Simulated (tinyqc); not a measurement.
Thermal stress, cracking, delamination and buckling of a thin film; Griffith cracks and misfitting inclusions. Changing the flaw half length a. Computed by tinyqc, a small Python program. Command: `OMP_NUM_THREADS=1 python tinyqc.py 3024605 3024606 out.jsonl filmcrack sweep`. One thread of a shared host (Intel(R) Xeon(R) Processor @ 2.30GHz), about 0.02 s of CPU time with the checks.

Isotropic linear elasticity; the substrate is much thicker than the film; stress is positive in tension.

Inputs (values chosen for the exercise, modelled on a tungsten film on silicon): substrate Young's modulus E_s = 137 GPa; substrate Poisson ratio nu_s = 0.25; substrate surface energy gamma_s = 1.9 J/m^2.

Method. Through crack of length 2a in plane strain: K_Ic = sqrt(2 gamma_s E_s/(1 - nu_s^2)); fracture stress = K_Ic/sqrt(pi a). An edge crack of depth a has K larger by 1.1215.

One run for each value:
```
flaw half length a (micrometre)  fracture stress, inner crack (MPa)  fracture stress, edge crack (MPa)
0.01                                                         4204.3                             3748.8
0.032                                                        2350.3                             2095.6
0.1                                                          1329.5                             1185.5
0.32                                                          743.2                              662.7
1                                                             420.4                              374.9
3.2                                                           235.0                              209.6
10                                                            133.0                              118.5
32                                                             74.3                               66.3
100                                                            42.0                               37.5
```

Describe and explain the trends.

Over the rows, fracture stress, inner crack (MPa) falls from 4200 to 42.0 (exponent d ln y / d ln x about -0.50 throughout); fracture stress, edge crack (MPa) falls from 3750 to 37.5 (exponent d ln y / d ln x about -0.50 throughout). The exponent of fracture stress, inner crack stays at -0.50: Griffith's law.
